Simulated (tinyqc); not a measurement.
Worked calculation: RKS/BP86 in the sto-3g basis, for Li-, spin multiplicity 1. The basis has no diffuse functions, so it cannot describe the extra electron: this is an exercise in the method, not the real anion. Computed by tinyqc, a small Python program that keeps every step (integrals from PySCF). Settings: charge = -1, multiplicity = 1, basis = sto-3g, energy threshold = 1e-08, iteration cap = 51, orthogonalisation = canonical, start = core, DIIS depth = 3, DIIS from iteration = 3, damping = 0.3, method = RKS, functional = b88,p86, grid = [20, 86]. Command: `OMP_NUM_THREADS=1 python tinyqc.py 28980 28981 out.jsonl` (the two numbers bound the seeds that draw the settings). One thread of a shared host (Intel(R) Xeon(R) Processor @ 2.60GHz), about 0.1 s of CPU time with the checks. Later iterations appear only in the table of the cycle.

## One-electron integrals

Geometry (angstrom):
```
atom         x         y         z
Li    0.000000  0.000000  0.000000
```

Basis sto-3g: exponents (1/bohr^2) and contraction coefficients of normalised primitives:
```
element  l (shell)   exponent  coefficient
Li           s (1)  16.119575     0.154329
Li           s (1)   2.936201     0.535328
Li           s (1)   0.794651     0.444635
Li           s (2)   0.636290    -0.099967
Li           s (2)   0.147860     0.399513
Li           s (2)   0.048089     0.700115
Li           p (3)   0.636290     0.155916
Li           p (3)   0.147860     0.607684
Li           p (3)   0.048089     0.391957
```

Overlap, kinetic and nuclear-attraction integrals over the contracted functions; the nuclear repulsion is the sum of Za Zb / Rab.

nuclear repulsion = 0 hartree

overlap S, order 1Li 1s, 1Li 2s, 1Li 2px, 1Li 2py, 1Li 2pz:
```
[[1.000000, 0.241137, 0.000000, 0.000000, 0.000000],
 [0.241137, 1.000000, 0.000000, 0.000000, 0.000000],
 [0.000000, 0.000000, 1.000000, 0.000000, 0.000000],
 [0.000000, 0.000000, 0.000000, 1.000000, 0.000000],
 [0.000000, 0.000000, 0.000000, 0.000000, 1.000000]]
```

kinetic energy T (hartree), order 1Li 1s, 1Li 2s, 1Li 2px, 1Li 2py, 1Li 2pz:
```
[[3.576786, -0.020237, 0.000000, 0.000000, 0.000000],
 [-0.020237, 0.102163, 0.000000, 0.000000, 0.000000],
 [0.000000, 0.000000, 0.319682, 0.000000, 0.000000],
 [0.000000, 0.000000, 0.000000, 0.319682, 0.000000],
 [0.000000, 0.000000, 0.000000, 0.000000, 0.319682]]
```

nuclear attraction V (hartree), order 1Li 1s, 1Li 2s, 1Li 2px, 1Li 2py, 1Li 2pz:
```
[[-7.982881, -0.964343, 0.000000, 0.000000, 0.000000],
 [-0.964343, -1.206923, 0.000000, 0.000000, 0.000000],
 [0.000000, 0.000000, -1.197261, 0.000000, 0.000000],
 [0.000000, 0.000000, 0.000000, -1.197261, 0.000000],
 [0.000000, 0.000000, 0.000000, 0.000000, -1.197261]]
```

core Hamiltonian H = T + V (hartree), order 1Li 1s, 1Li 2s, 1Li 2px, 1Li 2py, 1Li 2pz:
```
[[-4.406095, -0.984581, 0.000000, 0.000000, 0.000000],
 [-0.984581, -1.104759, 0.000000, 0.000000, 0.000000],
 [0.000000, 0.000000, -0.877579, 0.000000, 0.000000],
 [0.000000, 0.000000, 0.000000, -0.877579, 0.000000],
 [0.000000, 0.000000, 0.000000, 0.000000, -0.877579]]
```

## Two-electron integrals

Functions are numbered as in S; the eight-fold symmetry (ij|kl) = (ji|kl) = (kl|ij) leaves the list below.

Two-electron integrals (ij|kl) in chemists' order, unique and non-zero (hartree):
```
(11|11) 1.680395   (21|11) 0.265420   (21|21) 0.049941   (22|11) 0.397727
(22|21) 0.092860   (22|22) 0.290562   (31|31) 0.008981   (32|31) 0.013788
(32|32) 0.064184   (33|11) 0.396640   (33|21) 0.092880   (33|22) 0.290497
(33|33) 0.312946   (41|41) 0.008981   (42|41) 0.013788   (42|42) 0.064184
(43|43) 0.016869   (44|11) 0.396640   (44|21) 0.092880   (44|22) 0.290497
(44|33) 0.279207   (44|44) 0.312946   (51|51) 0.008981   (52|51) 0.013788
(52|52) 0.064184   (53|53) 0.016869   (54|54) 0.016869   (55|11) 0.396640
(55|21) 0.092880   (55|22) 0.290497   (55|33) 0.279207   (55|44) 0.279207
(55|55) 0.312946
```

## Orthogonalisation

S = U s U^T; canonical form X = U s^(-1/2), so that X^T S X = 1. Each column of U has its largest component positive (the first on a tie).

eigenvalues of S: [0.758863, 1.000000, 1.000000, 1.000000, 1.241137]

X, order 1Li 1s, 1Li 2s, 1Li 2px, 1Li 2py, 1Li 2pz:
```
[[0.811714, 0.000000, 0.000000, 0.000000, 0.634710],
 [-0.811714, 0.000000, 0.000000, 0.000000, 0.634710],
 [0.000000, 1.000000, 0.000000, 0.000000, 0.000000],
 [0.000000, 0.000000, 1.000000, 0.000000, 0.000000],
 [0.000000, 0.000000, 0.000000, 1.000000, 0.000000]]
```

Within a degenerate level the vectors are fixed only up to a rotation; this is one choice.

## Starting guess

The start is the orbitals of the core Hamiltonian; D = 2 C_occ C_occ^T.

D at the start, order 1Li 1s, 1Li 2s, 1Li 2px, 1Li 2py, 1Li 2pz:
```
[[2.123473, -0.512047, 0.000000, 0.000000, 0.000000],
 [-0.512047, 2.123473, 0.000000, 0.000000, 0.000000],
 [0.000000, 0.000000, 0.000000, 0.000000, 0.000000],
 [0.000000, 0.000000, 0.000000, 0.000000, 0.000000],
 [0.000000, 0.000000, 0.000000, 0.000000, 0.000000]]
```

## Iteration 1: exchange-correlation on the grid

Becke grid with 20 radial and 86 angular points per atom, points of zero weight dropped. rho = sum D_ij phi_i phi_j; V_xc,ij = sum w v_xc phi_i phi_j plus the gradient terms; v_xc is d(rho eps)/d rho at fixed gradient.

The 16 grid points with the largest w rho, of 1720 (bohr, atomic units):
```
x                  y          z         w       rho  |grad rho|^2     eps_xc       v_xc
0.284565   -0.284565  -0.284565  0.008190  0.878596     20.518548  -0.835712  -0.949074
0.284565    0.284565   0.284565  0.008190  0.878596     20.518548  -0.835712  -0.949074
0.284565   -0.284565   0.284565  0.008190  0.878596     20.518548  -0.835712  -0.949074
0.284565    0.284565  -0.284565  0.008190  0.878596     20.518548  -0.835712  -0.949074
-0.284565   0.284565  -0.284565  0.008190  0.878596     20.518548  -0.835712  -0.949074
-0.284565  -0.284565   0.284565  0.008190  0.878596     20.518548  -0.835712  -0.949074
-0.284565   0.284565   0.284565  0.008190  0.878596     20.518548  -0.835712  -0.949074
-0.284565  -0.284565  -0.284565  0.008190  0.878596     20.518548  -0.835712  -0.949074
0.093186    0.342234  -0.342234  0.008143  0.878596     20.518548  -0.835712  -0.949074
-0.342234   0.342234  -0.093186  0.008143  0.878596     20.518548  -0.835712  -0.949074
-0.342234  -0.342234   0.093186  0.008143  0.878596     20.518548  -0.835712  -0.949074
0.342234   -0.342234   0.093186  0.008143  0.878596     20.518548  -0.835712  -0.949074
0.342234    0.342234  -0.093186  0.008143  0.878596     20.518548  -0.835712  -0.949074
-0.093186   0.342234   0.342234  0.008143  0.878596     20.518548  -0.835712  -0.949074
-0.093186  -0.342234   0.342234  0.008143  0.878596     20.518548  -0.835712  -0.949074
-0.342234   0.342234   0.093186  0.008143  0.878596     20.518548  -0.835712  -0.949074
```

electrons on the grid, sum of w rho = 3.999931

E_xc = sum of w rho eps_xc = -2.08473207 hartree

V_xc (hartree), order 1Li 1s, 1Li 2s, 1Li 2px, 1Li 2py, 1Li 2pz:
```
[[-1.101403, -0.143882, 0.000000, 0.000000, 0.000000],
 [-0.143882, -0.221798, 0.000000, 0.000000, 0.000000],
 [0.000000, 0.000000, -0.219265, 0.000000, 0.000000],
 [0.000000, 0.000000, 0.000000, -0.219265, 0.000000],
 [0.000000, 0.000000, 0.000000, 0.000000, -0.219265]]
```

## Iteration 1: building the Kohn-Sham matrix

J_ij = sum D_kl (ij|kl); F = H + J + V_xc; E = tr D H + tr D J / 2 + E_xc + E_nn.

Coulomb J (hartree), order 1Li 1s, 1Li 2s, 1Li 2px, 1Li 2py, 1Li 2pz:
```
[[4.141021, 0.709654, 0.000000, 0.000000, 0.000000],
 [0.709654, 1.366466, 0.000000, 0.000000, 0.000000],
 [0.000000, 0.000000, 1.363998, 0.000000, 0.000000],
 [0.000000, 0.000000, 0.000000, 1.363998, 0.000000],
 [0.000000, 0.000000, 0.000000, 0.000000, 1.363998]]
```

Kohn-Sham matrix F (hartree), order 1Li 1s, 1Li 2s, 1Li 2px, 1Li 2py, 1Li 2pz:
```
[[-1.366477, -0.418808, 0.000000, 0.000000, 0.000000],
 [-0.418808, 0.039908, 0.000000, 0.000000, 0.000000],
 [0.000000, 0.000000, 0.267154, 0.000000, 0.000000],
 [0.000000, 0.000000, 0.000000, 0.267154, 0.000000],
 [0.000000, 0.000000, 0.000000, 0.000000, 0.267154]]
```

total energy of this density = -7.29445604 hartree

This density is the starting one.

## Iteration 1: diagonalisation and new density

Diagonalise F' = X^T F X, C = X C', fill 2 alpha and 2 beta electrons from the bottom; D = 2 C_occ C_occ^T; the new density keeps 0.3 of the old one (damping). Each column has its largest component positive (the first on a tie).

F' = X^T F X (hartree):
```
[[-0.322161, 0.000000, 0.000000, 0.000000, -0.724574],
 [0.000000, 0.267154, 0.000000, 0.000000, 0.000000],
 [0.000000, 0.000000, 0.267154, 0.000000, 0.000000],
 [0.000000, 0.000000, 0.000000, 0.267154, 0.000000],
 [-0.724574, 0.000000, 0.000000, 0.000000, -0.871856]]
```

orbital energies (hartree): [-1.371959, 0.177942, 0.267154, 0.267154, 0.267154]

coefficients C, order 1Li 1s, 1Li 2s, 1Li 2px, 1Li 2py, 1Li 2pz:
```
[[0.983452, -0.307503, 0.000000, 0.000000, 0.000000],
 [0.061282, 1.028582, 0.000000, 0.000000, 0.000000],
 [0.000000, 0.000000, -0.606339, 0.701903, 0.373745],
 [0.000000, 0.000000, 0.773851, 0.412633, 0.480509],
 [0.000000, 0.000000, -0.183052, -0.580574, 0.793364]]
```

D after iteration 1, order 1Li 1s, 1Li 2s, 1Li 2px, 1Li 2py, 1Li 2pz:
```
[[2.123473, -0.512047, 0.000000, 0.000000, 0.000000],
 [-0.512047, 2.123473, 0.000000, 0.000000, 0.000000],
 [0.000000, 0.000000, 0.000000, 0.000000, 0.000000],
 [0.000000, 0.000000, 0.000000, 0.000000, 0.000000],
 [0.000000, 0.000000, 0.000000, 0.000000, 0.000000]]
```

Within a degenerate level the vectors are fixed only up to a rotation; this is one choice.

## Iteration 2: exchange-correlation on the grid

As before.

The 16 grid points with the largest w rho, of 1720 (bohr, atomic units):
```
x                  y          z         w       rho  |grad rho|^2     eps_xc       v_xc
0.284565    0.284565   0.284565  0.008190  0.878596     20.518548  -0.835712  -0.949074
-0.284565  -0.284565  -0.284565  0.008190  0.878596     20.518548  -0.835712  -0.949074
-0.284565   0.284565   0.284565  0.008190  0.878596     20.518548  -0.835712  -0.949074
0.284565   -0.284565   0.284565  0.008190  0.878596     20.518548  -0.835712  -0.949074
0.284565   -0.284565  -0.284565  0.008190  0.878596     20.518548  -0.835712  -0.949074
-0.284565   0.284565  -0.284565  0.008190  0.878596     20.518548  -0.835712  -0.949074
-0.284565  -0.284565   0.284565  0.008190  0.878596     20.518548  -0.835712  -0.949074
0.284565    0.284565  -0.284565  0.008190  0.878596     20.518548  -0.835712  -0.949074
-0.342234  -0.342234  -0.093186  0.008143  0.878596     20.518548  -0.835712  -0.949074
-0.342234  -0.093186  -0.342234  0.008143  0.878596     20.518548  -0.835712  -0.949074
-0.342234   0.342234  -0.093186  0.008143  0.878596     20.518548  -0.835712  -0.949074
-0.342234  -0.342234   0.093186  0.008143  0.878596     20.518548  -0.835712  -0.949074
-0.342234  -0.093186   0.342234  0.008143  0.878596     20.518548  -0.835712  -0.949074
-0.342234   0.093186  -0.342234  0.008143  0.878596     20.518548  -0.835712  -0.949074
-0.342234   0.093186   0.342234  0.008143  0.878596     20.518548  -0.835712  -0.949074
-0.342234   0.342234   0.093186  0.008143  0.878596     20.518548  -0.835712  -0.949074
```

electrons on the grid, sum of w rho = 3.999931

E_xc = sum of w rho eps_xc = -2.08473207 hartree

V_xc (hartree), order 1Li 1s, 1Li 2s, 1Li 2px, 1Li 2py, 1Li 2pz:
```
[[-1.101403, -0.143882, 0.000000, 0.000000, 0.000000],
 [-0.143882, -0.221798, 0.000000, 0.000000, 0.000000],
 [0.000000, 0.000000, -0.219265, 0.000000, 0.000000],
 [0.000000, 0.000000, 0.000000, -0.219265, 0.000000],
 [0.000000, 0.000000, 0.000000, 0.000000, -0.219265]]
```

## Iteration 2: building the Kohn-Sham matrix

As before.

Coulomb J (hartree), order 1Li 1s, 1Li 2s, 1Li 2px, 1Li 2py, 1Li 2pz:
```
[[4.141021, 0.709654, 0.000000, 0.000000, 0.000000],
 [0.709654, 1.366466, 0.000000, 0.000000, 0.000000],
 [0.000000, 0.000000, 1.363998, 0.000000, 0.000000],
 [0.000000, 0.000000, 0.000000, 1.363998, 0.000000],
 [0.000000, 0.000000, 0.000000, 0.000000, 1.363998]]
```

Kohn-Sham matrix F (hartree), order 1Li 1s, 1Li 2s, 1Li 2px, 1Li 2py, 1Li 2pz:
```
[[-1.366477, -0.418808, 0.000000, 0.000000, 0.000000],
 [-0.418808, 0.039908, 0.000000, 0.000000, 0.000000],
 [0.000000, 0.000000, 0.267154, 0.000000, 0.000000],
 [0.000000, 0.000000, 0.000000, 0.267154, 0.000000],
 [0.000000, 0.000000, 0.000000, 0.000000, 0.267154]]
```

total energy of this density = -7.29445604 hartree

This density is a damped mixture and is not idempotent.

## Iteration 2 (converged): orbitals

Diagonalise F' = X^T F X, C = X C', fill 2 alpha and 2 beta electrons from the bottom; D = 2 C_occ C_occ^T. Each column has its largest component positive (the first on a tie).

F' = X^T F X (hartree):
```
[[-0.322161, 0.000000, 0.000000, 0.000000, -0.724574],
 [0.000000, 0.267154, 0.000000, 0.000000, 0.000000],
 [0.000000, 0.000000, 0.267154, 0.000000, 0.000000],
 [0.000000, 0.000000, 0.000000, 0.267154, 0.000000],
 [-0.724574, 0.000000, 0.000000, 0.000000, -0.871856]]
```

orbital energies (hartree): [-1.371959, 0.177942, 0.267154, 0.267154, 0.267154]

coefficients C, order 1Li 1s, 1Li 2s, 1Li 2px, 1Li 2py, 1Li 2pz:
```
[[0.983452, -0.307503, 0.000000, 0.000000, 0.000000],
 [0.061282, 1.028582, 0.000000, 0.000000, 0.000000],
 [0.000000, 0.000000, -0.271075, -0.688792, 0.672371],
 [0.000000, 0.000000, 0.872619, 0.118976, 0.473689],
 [0.000000, 0.000000, -0.406269, 0.715129, 0.568802]]
```

D after iteration 2, order 1Li 1s, 1Li 2s, 1Li 2px, 1Li 2py, 1Li 2pz:
```
[[2.123473, -0.512047, 0.000000, 0.000000, 0.000000],
 [-0.512047, 2.123473, 0.000000, 0.000000, 0.000000],
 [0.000000, 0.000000, 0.000000, 0.000000, 0.000000],
 [0.000000, 0.000000, 0.000000, 0.000000, 0.000000],
 [0.000000, 0.000000, 0.000000, 0.000000, 0.000000]]
```

Within a degenerate level the vectors are fixed only up to a rotation; this is one choice.

## Convergence

Stop when the energy changes by less than 1e-08 hartree and every element of the error matrix X^T (F D S - S D F) X is below 3e-05.

Course of the cycle:
```
iteration  E (hartree)     change  largest element of the error matrix
1          -7.29445604          -                             1.27e-15
2          -7.29445604  -1.78e-15                             9.68e-16
```

PySCF RKS in the same basis, fine grid = -7.29447936 hartree

Converged in 2 iterations. The coarse grid moves the energy by +2.33e-05 hartree.

## Populations

Mulliken: Z minus the diagonal of D S on the atom; Loewdin: the same with S^(1/2) D S^(1/2).

Charges (e):
```
atom   Mulliken    Loewdin
1Li   -1.000000  -1.000000
```
